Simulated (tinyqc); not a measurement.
# Worked calculation: capacitance of parallel on-chip lines from Laplace's equation on a mesh

Computed by the program tinyqc: `OMP_NUM_THREADS=1 python tinyqc.py 2790170 2790171 out.jsonl`, one thread of a shared Intel Xeon 2.30GHz, about 1 s for the whole run. Printed values are rounded.

Cross-section of an endless row of equal lines between two grounded planes; neighbours are driven in antiphase (+1 V and -1 V), so the plane midway between two lines is at 0 V. By symmetry one quarter is solved: x runs from the centre of a line (column 0, mirror) to that midplane (column 5, 0 V), y from the mid-height of the line (row 0, mirror) to the ground plane (row 3, 0 V). The line fills columns 0 to 2 and rows 0 to 1 at 1 V. Cells beside the line (below row 1) have e2, cells above have e1. Each link between nodes has the conductance g = mean permittivity of the two cells beside it (a cell beyond a mirror counts as 0), and the free nodes obey sum g (V_neighbour - V) = 0.

Values chosen for this exercise: relative permittivity above and below the lines e1 = 3.9; relative permittivity between the lines e2 = 3.9; over-relaxation factor om = 1.2.

Constants: eps0 = 8.8541878128e-12 F/m. Results are converted to the units shown.

## Link conductances

gx[j, i] joins node (row j, column i) to column i + 1, gy[j, i] to row j + 1.

gx:
```
       col 0  col 1  col 2  col 3  col 4
row 0   1.95   1.95   1.95   1.95   1.95
row 1    3.9    3.9    3.9    3.9    3.9
row 2    3.9    3.9    3.9    3.9    3.9
row 3   1.95   1.95   1.95   1.95   1.95
```

gy:
```
       col 0  col 1  col 2  col 3  col 4  col 5
row 0   1.95    3.9    3.9    3.9    3.9   1.95
row 1   1.95    3.9    3.9    3.9    3.9   1.95
row 2   1.95    3.9    3.9    3.9    3.9   1.95
```

## Iteration 1: relaxation sweep

V at the start (V):
```
       col 0  col 1  col 2  col 3  col 4  col 5
row 0      1      1      1      0      0      0
row 1      1      1      1      0      0      0
row 2      0      0      0      0      0      0
row 3      0      0      0      0      0      0
```

One sweep visits the free nodes row by row from row 0, left to right, and replaces V by V + om (weighted mean of the neighbours - V), using new values at once.

V after sweep 1 (V):
```
          col 0     col 1     col 2     col 3     col 4     col 5
row 0  1.000000  1.000000  1.000000  0.300000  0.090000  0.000000
row 1  1.000000  1.000000  1.000000  0.390000  0.144000  0.000000
row 2  0.300000  0.390000  0.417000  0.242100  0.115830  0.000000
row 3  0.000000  0.000000  0.000000  0.000000  0.000000  0.000000
```

## Iteration 2: relaxation sweep

As before.

V after sweep 2 (V):
```
          col 0     col 1     col 2     col 3     col 4     col 5
row 0  1.000000  1.000000  1.000000  0.501000  0.218700  0.000000
row 1  1.000000  1.000000  1.000000  0.488130  0.217998  0.000000
row 2  0.474000  0.489300  0.436020  0.263574  0.121306  0.000000
row 3  0.000000  0.000000  0.000000  0.000000  0.000000  0.000000
```

## Course of the relaxation

Stop when no node changes by 1e-7 V. C = 4 eps0 sum g (difference of V along the link)^2, in aF/um.

Course of the iteration:
```
sweep  C (aF/um)  largest change (V)
1       307.5944               0.417
2       282.0177               0.201
3       280.7705              0.0573
4       280.7104              0.0150
5       280.7094             1.31e-3
6       280.7093             3.24e-4
7       280.7093             1.03e-4
8       280.7093             2.09e-5
9       280.7093             4.93e-6
10      280.7093             2.87e-7
11      280.7093             2.34e-7
12      280.7093             2.36e-8
```

Converged in 12 sweeps. Over the last four sweeps the change shrinks by about 0.18 a sweep. C comes down from above, since the solution minimises the energy.

## Capacitance per length

converged V (V):
```
          col 0     col 1     col 2     col 3     col 4     col 5
row 0  1.000000  1.000000  1.000000  0.571742  0.254690  0.000000
row 1  1.000000  1.000000  1.000000  0.516140  0.223509  0.000000
row 2  0.491127  0.482255  0.437891  0.269309  0.123204  0.000000
row 3  0.000000  0.000000  0.000000  0.000000  0.000000  0.000000
```

C = 4 eps0 sum g (difference of V)^2 over all links (twice the energy of the four quarters, line at 1 V). Plate estimate without fringing: eps0 [2 e1 w/hd + 2 e2 t/(s/2)], w = 4 hx, t = 2 hx, s/2 = 3 hx, hd = 2 hx.

C = 280.7093 aF/um
plate estimate = 184.1671 aF/um

C depends on the shape only, not on the mesh step hx. Meshes 6, 12 and 24 times finer extrapolate (Aitken) to 263.8 aF/um; this mesh is 6.4 % above that, and the plate estimate is 30 % below it.
